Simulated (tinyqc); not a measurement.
Inside a calculation. Method: lattice vibrations of a chain. One step of it, computed by the program tinyqc.

Problem. Dynamical matrix at q = 0.48. q is in units of 2 pi/a. A spring k from atom i to atom j, n cells on, adds k to Phi_ii and Phi_jj, -k exp(2 pi i q n) to Phi_ij and the conjugate to Phi_ji (for one atom a cell: 2k (1 - cos 2 pi q n)); D_ij = Phi_ij / sqrt(m_i m_j).

A chain moving along its axis:
```
atom    mass (u)  spring to the next atom (eV/angstrom^2)
1     103.800000                                16.400000
2     101.300000                                16.500000
3     102.900000                                15.900000
```

Give: D(q).

Solution.

D(q) (eV/(angstrom^2 u)):
```
                1        2               3
1          0.3112  -0.1599  0.1526+0.0193i
2         -0.1599   0.3248         -0.1616
3  0.1526-0.0193i  -0.1616          0.3149
```
